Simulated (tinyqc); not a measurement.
# Gate-all-around wire with two subbands, quantum capacitance, step by step

Computed by the program tinyqc: `OMP_NUM_THREADS=1 python tinyqc.py 2200119 2200120 out.jsonl`, one thread of a shared Intel Xeon 2.30GHz, about 0.01 s for the whole run. Printed values are rounded.

phi is the Fermi level above the lowest subband edge, in volts; Vg is counted from the gate voltage at which an empty wire would have phi = 0. Both directions of motion are filled (equilibrium).

Parameters, values chosen for the exercise:
```
symbol  value  unit                                                                 meaning
T         150     K                                                             temperature
eox       3.9        relative permittivity of the gate insulator (close to silicon dioxide)
tox       3.1    nm                                                     insulator thickness
md      0.042    m0                                                     mass along the wire
gv          4                                                             valley degeneracy
E2       0.23    eV                                          second subband above the first
g2          2                                      orbital degeneracy of the second subband
rw        1.9    nm                                                      radius of the wire
Vg       0.56     V                                                            gate voltage
```

Constants: q = 1.602176634e-19 C, kB = 1.380649e-23 J/K, hbar = 1.054571817e-34 J s, m0 = 9.1093837015e-31 kg, Vt = kB T/q, eps0 = 8.8541878128e-14 F/cm where lengths are in cm. Results are converted to the units shown.

## Gate capacitance

Cox = 2 pi eps0 eox/ln(1 + tox/rw) per length.

Cox = 2.24236 pF/cm

## Starting value

phi = 0.01 V.

phi at the start = 0.01 V

## Iteration 1: new phi

N1 = gv sqrt(2 md m0 kB T/(pi hbar^2)); n1 = N1 F(phi/Vt), n2 = g2 N1 F((phi - E2)/Vt), n = n1 + n2, F(e) = (1/sqrt(pi)) int_0^infinity u^(-1/2) du/(1 + exp(u - e)); Cq = q dn/dphi = (q N1/Vt) [F'(phi/Vt) + g2 F'((phi - E2)/Vt)]. Newton: f = phi + q (n)/Cox - Vg, phi(new) = phi - f/(1 + (Cq)/Cox).

n1 = 2.49625e6 cm^-1
n2 = 0.218643 cm^-1
Cq = 14.7134 pF/cm
f = -0.371642 V
phi after iteration 1 = 0.0591487 V

## Iteration 2: new phi

As before.

n1 = 6.34655e6 cm^-1
n2 = 9.79625 cm^-1
Cq = 9.47336 pF/cm
f = -0.0473858 V
phi after iteration 2 = 0.0682183 V

## Course of the iteration

Stop when the step is below 1e-10 V, or after 40 iterations.

Course of the iteration:
```
iteration  phi before the step (V)  step (V)
1                             0.01    0.0491
2                        0.0591487   9.07e-3
3                        0.0682183   3.38e-4
4                        0.0685563   4.03e-7
5                        0.0685567  5.67e-13
```

Converged in 5 iterations.

## Charge and capacitances at the solution

converged phi = 0.0685567 V

N1 = gv sqrt(2 md m0 kB T/(pi hbar^2)); n1 = N1 F(phi/Vt), n2 = g2 N1 F((phi - E2)/Vt), n = n1 + n2, F(e) = (1/sqrt(pi)) int_0^infinity u^(-1/2) du/(1 + exp(u - e)); Cq = q dn/dphi = (q N1/Vt) [F'(phi/Vt) + g2 F'((phi - E2)/Vt)]. 1/C_G = 1/Cox + 1/(Cq); dphi/dVg = Cox/(Cox + Cq).

n = 6.87808e6 cm^-1
Cq = 8.66249 pF/cm
C_G = 1.78126 pF/cm
dphi/dVg = 0.205629

Cq is 3.86 times Cox, so C_G is 79.4 % of Cox; 12.2 % of the gate voltage has gone into phi.
